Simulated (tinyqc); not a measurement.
Inside a calculation. Method: G0W0 on RHF in the 6-31g basis, for H3+, spin multiplicity 1. One step of it, computed by the program tinyqc.

Task: Screening: direct RPA. With D = e_a - e_i and K = (ia|jb): diagonalise D^(1/2) (D + 4K) D^(1/2) = Z w^2 Z^T; X + Y = D^(1/2) Z w^(-1/2), each column of Z with its largest component positive (the first on a tie); E_c = (sum w - tr (D + 2K)) / 2.

orbital energies (hartree): MO1 -1.148045, MO2 -0.331782, MO3 -0.007168, MO4 0.435749, MO5 0.574596, MO6 1.125352

Two-electron integrals over orbitals (pq|rs), unique and non-zero (hartree):
```
p,q,r,s,(pq|rs)
1,1,1,1,0.668133
2,1,1,1,-0.000064
2,1,2,1,0.120575
2,2,1,1,0.493902
2,2,2,1,0.000048
2,2,2,2,0.465993
3,1,1,1,0.086995
3,1,2,1,0.000006
3,1,2,2,0.008716
3,1,3,1,0.048958
3,2,1,1,0.000021
3,2,2,1,-0.060874
3,2,2,2,-0.000033
3,2,3,1,-0.000013
3,2,3,2,0.066256
3,3,1,1,0.386984
3,3,2,1,-0.000036
3,3,2,2,0.358295
3,3,3,1,0.013346
3,3,3,2,0.000034
3,3,3,3,0.331232
4,1,1,1,-0.118927
4,1,2,1,0.000049
4,1,2,2,-0.070835
4,1,3,1,-0.020299
4,1,3,2,-0.000008
4,1,3,3,-0.033123
4,1,4,1,0.065401
4,2,1,1,0.000078
4,2,2,1,-0.036987
4,2,2,2,0.000020
4,2,3,1,0.000011
4,2,3,2,0.010433
4,2,3,3,0.000016
4,2,4,1,-0.000044
4,2,4,2,0.027968
4,3,1,1,-0.019581
4,3,2,1,0.000021
4,3,2,2,-0.004976
4,3,3,1,0.000254
4,3,3,2,-0.000020
4,3,3,3,-0.005398
4,3,4,1,0.018817
4,3,4,2,-1.73e-06
4,3,4,3,0.021483
4,4,1,1,0.487046
4,4,2,1,-0.000082
4,4,2,2,0.389997
4,4,3,1,0.056059
4,4,3,2,0.000036
4,4,3,3,0.327063
4,4,4,1,-0.045809
4,4,4,2,0.000059
4,4,4,3,0.008876
4,4,4,4,0.426834
5,1,1,1,2.99e-06
5,1,2,1,-0.079012
5,1,2,2,-0.000059
5,1,3,1,-4.15e-06
5,1,3,2,0.021832
5,1,3,3,1.57e-06
5,1,4,1,-0.000021
5,1,4,2,0.040217
5,1,4,3,-8.64e-07
5,1,4,4,0.000039
5,1,5,1,0.071120
5,2,1,1,-0.148737
5,2,2,1,-0.000043
5,2,2,2,-0.111688
5,2,3,1,-0.015699
5,2,3,2,0.000008
5,2,3,3,-0.036550
5,2,4,1,0.058325
5,2,4,2,-1.56e-06
5,2,4,3,0.001882
5,2,4,4,-0.083022
5,2,5,1,0.000071
5,2,5,2,0.093843
5,3,1,1,0.000012
5,3,2,1,-0.025447
5,3,2,2,-0.000016
5,3,3,1,-1.06e-06
5,3,3,2,0.037317
5,3,3,3,0.000024
5,3,4,1,3.15e-06
5,3,4,2,-0.003344
5,3,4,3,-0.000013
5,3,4,4,0.000025
5,3,5,1,0.000816
5,3,5,2,-0.000008
5,3,5,3,0.035232
5,4,1,1,-0.000025
5,4,2,1,0.083968
5,4,2,2,0.000034
5,4,3,1,0.000016
5,4,3,2,-0.039017
5,4,3,3,-0.000022
5,4,4,1,0.000040
5,4,4,2,-0.028469
5,4,4,3,0.000019
5,4,4,4,-0.000039
5,4,5,1,-0.059632
5,4,5,2,-0.000037
5,4,5,3,-0.015776
5,4,5,4,0.066712
5,5,1,1,0.478125
5,5,2,1,0.000135
5,5,2,2,0.444104
5,5,3,1,0.012531
5,5,3,2,-0.000069
5,5,3,3,0.339090
5,5,4,1,-0.079652
5,5,4,2,-0.000015
5,5,4,3,-0.006137
5,5,4,4,0.380383
5,5,5,1,-0.000134
5,5,5,2,-0.120252
5,5,5,3,-0.000030
5,5,5,4,0.000105
5,5,5,5,0.447284
6,1,1,1,-0.073082
6,1,2,1,-0.000025
6,1,2,2,0.032818
6,1,3,1,-0.058381
6,1,3,2,0.000022
6,1,3,3,-0.015081
6,1,4,1,0.021610
6,1,4,2,0.000010
6,1,4,3,0.020025
6,1,4,4,-0.031205
6,1,5,1,0.000015
6,1,5,2,-0.023484
6,1,5,3,1.66e-06
6,1,5,4,-0.000030
6,1,5,5,0.036216
6,1,6,1,0.119319
6,2,1,1,-0.000039
6,2,2,1,0.088631
6,2,2,2,0.000023
6,2,3,1,0.000018
6,2,3,2,-0.039718
6,2,3,3,-0.000020
6,2,4,1,0.000038
6,2,4,2,-0.038178
6,2,4,3,3.04e-06
6,2,4,4,-0.000055
6,2,5,1,-0.068155
6,2,5,2,-0.000037
6,2,5,3,-0.001760
6,2,5,4,0.066214
6,2,5,5,0.000097
6,2,6,1,-0.000052
6,2,6,2,0.085475
6,3,1,1,-0.135707
6,3,2,1,0.000023
6,3,2,2,-0.069872
6,3,3,1,-0.035450
6,3,3,2,-5.03e-07
6,3,3,3,-0.039461
6,3,4,1,0.043819
6,3,4,2,-0.000030
6,3,4,3,0.008348
6,3,4,4,-0.075665
6,3,5,1,-0.000006
6,3,5,2,0.046806
6,3,5,3,0.000005
6,3,5,4,0.000007
6,3,5,5,-0.063783
6,3,6,1,0.039310
6,3,6,2,0.000017
6,3,6,3,0.054018
6,4,1,1,0.026289
6,4,2,1,0.000049
6,4,2,2,-0.036521
6,4,3,1,0.038178
6,4,3,2,-0.000035
6,4,3,3,0.001028
6,4,4,1,-0.002923
6,4,4,2,-0.000022
6,4,4,3,-0.006328
6,4,4,4,0.019205
6,4,5,1,-0.000028
6,4,5,2,0.028138
6,4,5,3,-0.000008
6,4,5,4,0.000049
6,4,5,5,-0.043203
6,4,6,1,-0.078286
6,4,6,2,0.000064
6,4,6,3,-0.019518
6,4,6,4,0.061357
6,5,1,1,0.000020
6,5,2,1,-0.106119
6,5,2,2,-0.000070
6,5,3,1,-0.000011
6,5,3,2,0.060865
6,5,3,3,0.000023
6,5,4,1,-0.000030
6,5,4,2,0.044415
6,5,4,3,-0.000014
6,5,4,4,0.000059
6,5,5,1,0.078119
6,5,5,2,0.000068
6,5,5,3,0.021776
6,5,5,4,-0.082021
6,5,5,5,-0.000167
6,5,6,1,0.000030
6,5,6,2,-0.093178
6,5,6,3,-0.000008
6,5,6,4,-0.000054
6,5,6,5,0.120174
6,6,1,1,0.655310
6,6,2,1,-0.000118
6,6,2,2,0.500209
6,6,3,1,0.079696
6,6,3,2,0.000053
6,6,3,3,0.388448
6,6,4,1,-0.140585
6,6,4,2,0.000103
6,6,4,3,-0.023442
6,6,4,4,0.476485
6,6,5,1,0.000035
6,6,5,2,-0.160825
6,6,5,3,0.000021
6,6,5,4,-0.000073
6,6,5,5,0.494426
6,6,6,1,-0.067124
6,6,6,2,-0.000091
6,6,6,3,-0.143925
6,6,6,4,0.020649
6,6,6,5,0.000080
6,6,6,6,0.693160
```

Give: D^(1/2) (D + 4K) D^(1/2); excitation energies w; X + Y; RPA correlation energy.

Result:

D^(1/2) (D + 4K) D^(1/2) (hartree^2):
```
,1>2,1>3,1>4,1>5,1>6
1>2,1.0600,0.0000,0.0002,-0.3748,-0.0001
1>3,0.0000,1.5250,-0.1091,0.0000,-0.3761
1>4,0.0002,-0.1091,2.9227,-0.0001,0.1640
1>5,-0.3748,0.0000,-0.0001,3.4576,0.0001
1>6,-0.0001,-0.3761,0.1640,0.0001,6.2534
```

excitation energies w (hartree): 1.0014  1.2202  1.7089  1.8748  2.5084

X + Y:
```
,1,2,3,4,5
1>2,0.8925,0.0000,0.0000,-0.0996,0.0000
1>3,0.0000,0.9620,-0.0513,0.0000,-0.0538
1>4,-0.0001,0.0763,0.9593,-0.0003,0.0406
1>5,0.1979,0.0000,0.0003,0.9476,0.0000
1>6,0.0000,0.1040,-0.0647,0.0000,0.9477
```

RPA correlation energy = -0.037055 hartree
